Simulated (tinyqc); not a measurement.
What each parameter does: ellipsoidal valleys in the axes of a wafer and a channel.

Valleys with axes a along [111], [1-1-1], [-11-1] and [-1-11], one whole valley each; inverse mass tensor w = 1/mt + (1/ml - 1/mt) a a. Device axes: z = nz/|nz|, x = nx/|nx|, y = z cross x; in them a = (ax, ay, az). Confinement mass mz = 1/w_zz. In the plane w_ij is replaced by u_ij = w_ij - w_iz w_jz/w_zz (i, j = x, y); density-of-states mass md = 1/sqrt(det u); conductivity mass along x mc = 1/u_xx; ballistic transport mass mx = u_yy/det u, width mass my = 1/u_yy.

Hard walls: E_n = c (n pi/t)^2/mz, c = hbar^2/2m0, n = 1, 2, 3. Non-degenerate share of a valley proportional to md sum_n exp(-E_n/kT); mean 1/mc = sum of share/mc. 1 nm = 10 angstrom.

Constants: hbar^2/2m0 = 3.80998211 eV angstrom^2; kB = 8.617333262e-05 eV/K.

Inputs chosen for the exercise (near those of the L valleys of GaAs; shifted at random, so the results belong to these values and not to a real crystal):
- ml = 1.951 m0 (longitudinal mass)
- mt = 0.074 m0 (transverse mass)
- nz = (1, 1, 0) (surface normal (confinement))
- nx = (0, 0, 1) (channel direction)
- t = 2.8 nm (thickness of the film)
- T = 400 K (temperature)

Lowest E1, its share and the mean conductivity mass.

Results for these values:
```
case  lowest E1 (meV)   share  mean mc (m0)
base           232.44  1.0000        0.6996
```

What happens to each result for t = 3.08 nm, all else kept?

Answer: lowest E1 falls from 232.44 to 192.10; share falls from 1.0000 to 0.9999; mean mc falls from 0.6996 to 0.6994.

The same for each parameter in turn:
```
case           lowest E1 (meV)   share  mean mc (m0)
base                    232.44  1.0000        0.6996
ml = 1.756 m0           234.26  1.0000        0.6346
mt = 0.067 m0           255.01  1.0000        0.6950
t = 3.08 nm             192.10  0.9999        0.6994
T = 360 K               232.44  1.0000        0.6997
```

Program tinyqc; command `OMP_NUM_THREADS=1 python tinyqc.py 1881030 1881031 out.jsonl`; about 0.01 s on one thread of a shared Intel(R) Xeon(R) Processor @ 2.30GHz.
